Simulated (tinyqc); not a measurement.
Band bending at a free surface with one surface level, surface photovoltage and Kelvin probe: one step of the calculation.

n-type bulk, xi = Ec - EF = Vt ln(Nc/Nd), p0 = ni^2/Nd, ni = sqrt(Nc Nv) exp(-Eg/(2 Vt)), Eg in volts. b is the upward band bending, u = b/Vt. Space charge per area, in units of q: Qc = sign(b) sqrt((2 eps0 eps_r Vt/q) [(Nd + dn)(exp(-u) - 1) + Nd u + (p0 + dn)(exp(u) - 1)]), with dn the excess density under light (flat quasi-Fermi levels; 0 in the dark). The level holds -Ns f, f = 1/(1 + exp((xi + b - Es)/Vt)). Neutrality: Qc + Qf + (charge of the states) = 0.

Question. Bulk quantities. xi, ni, p0, the Debye length sqrt(eps0 eps_r Vt/(q Nd)) and the flat-band work function chi + xi.

Parameters, values chosen for the exercise; band and dielectric values close to those of gallium nitride: temperature T = 350 K; band gap Eg = 3.42 eV; relative permittivity eps_r = 9.57; conduction-band density of states at T Nc = 2.89e18 cm^-3; valence-band density of states at T Nv = 5.8e19 cm^-3; electron affinity chi = 4.03 eV; donor density Nd = 6.4e15 cm^-3.

Constants: q = 1.602176634e-19 C, kB = 1.380649e-23 J/K, Vt = kB T/q, eps0 = 8.8541878128e-14 F/cm where lengths are in cm. Results are converted to the units shown.

Give: xi; ni; p0; Debye length; chi + xi.

Answer.

xi = 0.1844 eV
ni = 3.085e-6 cm^-3
p0 = 1.487e-27 cm^-3
Debye length = 49.92 nm
chi + xi = 4.214 eV

tinyqc, about 0.01 s, one thread, Intel Xeon 2.30GHz (shared host): `OMP_NUM_THREADS=1 python tinyqc.py 2430149 2430150 out.jsonl`
